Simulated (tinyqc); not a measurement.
# Fully depleted semiconductor-on-insulator film with two gates, non-linear Poisson equation by Newton steps: effects of single changes

One dimension across the film, front interface at x = 0, back interface at x = ts. psi is counted from the intrinsic level, n = ni exp(psi/Vt) (source grounded), holes neglected, acceptors ionised. Gates act through Cox = eps0 eox/tox and Cbox = 3.9 eps0/tb with potentials G1 = Vg - (phiM - chi - Vt ln(Nc/ni)) and G2 = Vb - (phiB - chi - Vt ln(Nc/ni)). Classical Boltzmann densities, no interface charge, no depletion in the back plane.

Inputs (values chosen for the exercise); band and dielectric values close to those of silicon:
```
symbol,value,unit,meaning
T,300,K,temperature
Eg,1.1,eV,band gap
eps_r,11.7,,relative permittivity
Nc,2.75e19,cm^-3,conduction-band density of states at T
Nv,2.68e19,cm^-3,valence-band density of states at T
chi,4.01,eV,electron affinity
eox,3.9,,relative permittivity of the gate insulator (close to silicon dioxide)
tox,2.9,nm,insulator thickness
ts,11,nm,film thickness
tb,9.5,nm,buried-oxide thickness (eps_r 3.9)
Na,1e15,cm^-3,acceptor density of the film
phiM,4.38,eV,work function of the front gate
phiB,4.06,eV,work function of the back plane
Vb,0,V,back-gate voltage
```

Constants: q = 1.602176634e-19 C, kB = 1.380649e-23 J/K, Vt = kB T/q, eps0 = 8.8541878128e-14 F/cm where lengths are in cm. Results are converted to the units shown.

Each table varies one quantity; the others keep the values above.

## Charge against front-gate voltage

ni = sqrt(Nc Nv) exp(-Eg/(2 Vt)), Eg in volts. The Poisson equation eps0 eps_r d2psi/dx2 = q (n + Na), with -eps0 eps_r dpsi/dx = Cox (G1 - psi) at x = 0 and eps0 eps_r dpsi/dx = Cbox (G2 - psi) at x = ts, is solved on 300 equal intervals with half boxes at both ends; N_inv is the trapezoid sum of n. Swing = ln 10/(d ln N_inv/dVg); the last column is (dN_inv/dVb)/(dN_inv/dVg).

Charge against front-gate voltage:

| Vg (V) | psi front (V) | psi back (V) | N_inv (cm^-2) | centroid/ts | swing (mV/decade) | q dN_inv/dVg over Cox | back/front leverage |
|---|---|---|---|---|---|---|---|
| -0.2 | 0.0741 | 0.193 | 6.41e6 | 0.792 | 93.2 | 2.13e-5 | 0.566 |
| -0.05 | 0.197 | 0.281 | 2.70e8 | 0.733 | 91.4 | 9.15e-4 | 0.533 |
| 0.1 | 0.319 | 0.368 | 1.18e10 | 0.651 | 94.3 | 0.0386 | 0.490 |
| 0.25 | 0.422 | 0.430 | 2.20e11 | 0.525 | 175 | 0.389 | 0.418 |
| 0.4 | 0.483 | 0.449 | 8.38e11 | 0.383 | 381 | 0.681 | 0.348 |
| 0.55 | 0.519 | 0.454 | 1.68e12 | 0.288 | 643 | 0.808 | 0.314 |
| 0.7 | 0.542 | 0.456 | 2.62e12 | 0.230 | 934 | 0.868 | 0.299 |
| 0.85 | 0.558 | 0.457 | 3.60e12 | 0.191 | 1.24e3 | 0.901 | 0.291 |
| 1 | 0.571 | 0.458 | 4.62e12 | 0.165 | 1.55e3 | 0.922 | 0.286 |

N_inv passes 1e11 cm^-2 at Vg = 0.199 V. The swing starts at 93.2 mV a decade, against (1 + k) Vt ln 10 = 72.6 for a front channel with k = Cs Cbox/(Cox (Cs + Cbox)) = 0.220, Cs = eps0 eps_r/ts; above threshold this column is no longer a subthreshold swing. The centroid falls from 0.792 to 0.165 of ts and the leverage of the back gate falls from 0.566 to 0.286. For Vg = 0.7, 0.85, 1 the density at an interface exceeds 0.3 Nc, where Boltzmann statistics fail. For Vg = -0.2, -0.05, 0.7, 0.85, 1 the classical centroid lies within 3 nm of an interface, where confinement, left out, would push it away.

## Threshold and coupling against the insulator thickness

VT is the Vg for N_inv = 1e11 cm^-2; -dVT/dVb from the linearised equation. Limits with Cs = eps0 eps_r/ts: front channel Cs Cbox/(Cox (Cs + Cbox)), back channel Cbox (Cox + Cs)/(Cox Cs). Swing at N_inv = 1e8 cm^-2.

The same in every row: centroid/ts at VT = 0.574.

Threshold and coupling against the insulator thickness:

| tox (nm) | VT (V) | -dVT/dVb | front-channel limit | back-channel limit | swing (mV/decade) |
|---|---|---|---|---|---|
| 1.4 | 0.205 | 0.310 | 0.106 | 0.533 | 83.3 |
| 2.1 | 0.202 | 0.374 | 0.159 | 0.607 | 87.3 |
| 2.9 | 0.199 | 0.447 | 0.220 | 0.691 | 91.9 |
| 4.1 | 0.194 | 0.556 | 0.311 | 0.818 | 98.8 |
| 5.8 | 0.186 | 0.711 | 0.441 | 0.996 | 109 |
| 8.2 | 0.176 | 0.929 | 0.623 | 1.25 | 122 |
| 12 | 0.160 | 1.28 | 0.911 | 1.65 | 144 |

What does the table show?

As tox goes from 1.4 to 12, VT falls from 0.205 to 0.160 V, the centroid stays near 0.574 of ts and -dVT/dVb rises from 0.310 to 1.28. The coupling covers 47.7 % of the way from the front-channel to the back-channel limit in the first row and 49.3 % in the last.

tinyqc, about 0.5 s, one thread, Intel Xeon 2.30GHz (shared host): `OMP_NUM_THREADS=1 python tinyqc.py 2190108 2190109 out.jsonl`
